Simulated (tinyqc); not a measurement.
Inside a calculation: Boltzmann transport in a parabolic band with a power-law relaxation time. Values are carried at full precision from step to step, so a last printed digit may differ when a step is redone from the rounded ones.

F_j(eta) = (1/Gamma(j + 1)) integral_0^infinity x^j dx/(1 + exp(x - eta)), which tends to exp(eta) for eta << 0.

n = N F_1/2(eta) with N = 2 (m kB T/(4 pi c))^(3/2) with c = hbar^2/2m0, in 1/angstrom^3; times 1e24 for 1/cm^3, m = md.

Constants: hbar^2/2m0 = 3.80998211 eV angstrom^2; kB = 8.617333262e-05 eV/K.

Parameters, chosen for this exercise (masses near those of Ge; tau0 is set for a mobility of the usual size at this n, kL is a free input; freeze-out and phonon drag, which matter near 77 K, are left out; the results hold for these values, not for the real material):
- n = 3.1e+18 1/cm^3 (electron density)
- md = 0.551 m0 (density-of-states mass)
- T = 300 K
- r = 0 (exponent of tau)
- tau0 = 29 fs (tau at E = kT)
- mc = 0.1205 m0 (conductivity mass)
- kL = 2.7 W/(m K) (lattice thermal conductivity)

## Reduced Fermi level

Solve for eta.

N = 1.026e+19 1/cm^3
eta = -1.0909

## Integrals for r = 0 (a constant relaxation time)

tau = tau0 x^r with x = E/kT. With K_j = Gamma(j + 1) F_j(eta): <tau> = tau0 (r + 3/2) K_(r+1/2)/((3/2) K_(1/2)); mu = <tau>/(mc m0/e), m0/e = 5.685630e-12 kg/C; Hall factor rH = (3/2) K_(1/2) (2r + 3/2) K_(2r+1/2)/((r + 3/2) K_(r+1/2))^2; Seebeck S = -(kB/e) [(r + 5/2) K_(r+3/2)/((r + 3/2) K_(r+1/2)) - eta]; Lorenz number L = (kB/e)^2 [(r + 7/2) K_(r+5/2)/((r + 3/2) K_(r+1/2)) - ((r + 5/2) K_(r+3/2)/((r + 3/2) K_(r+1/2)))^2]; kB/e in V/K. Valley anisotropy is left out of rH.

Evaluate F_j and K_j for j = 1/2, r + 1/2, r + 3/2, r + 5/2 and 2r + 1/2 (each value once).

F_j and K_j:
```
j        F_j      K_j
0.5  0.30204  0.26767
1.5  0.31808  0.42283
2.5  0.32668   1.0857
```

## Transport coefficients

Form the ratios; u is the mean energy carried, in kT.

<tau>/tau0 = 1.000
rH = 1.000
u = 2.633
S = -320.9 microvolt/K
L = 1.881 1e-8 W ohm/K^2

The non-degenerate limits are rH = 1.000, u = r + 5/2 = 2.5 and L = (r + 5/2)(kB/e)^2 = 1.856; the degenerate ones are rH = 1 and L = 2.443.

## Mobility, conductivity and figure of merit

mu = <tau>/(mc m0/e) with m0/e = 5.685630e-12 kg/C; sigma = e n mu, e = 1.602176634e-19 C; Hall mobility rH mu; power factor S^2 sigma; ZT = S^2 sigma T/(kL + L sigma T), all in SI units.

mu = 423 cm^2/(V s)
Hall mobility = 423 cm^2/(V s)
sigma = 210 S/cm
power factor = 2.16 mW/(m K^2)
electronic thermal conductivity = 0.119 W/(m K)
ZT = 0.23

A Hall measurement read with rH = 1 would give a density of 3.10e+18 1/cm^3. Electrons carry 4.2 % of the heat. kL is far below that of crystalline Ge, so ZT is too high for it.

## Checks

- Seebeck coefficient against direct integration over -df/dE (microvolt/K): both -320.9.

(tinyqc, `OMP_NUM_THREADS=1 python tinyqc.py 1651149 1651150 out.jsonl`, Intel(R) Xeon(R) Processor @ 2.30GHz, 1 thread, shared host, about 0.01 s.)
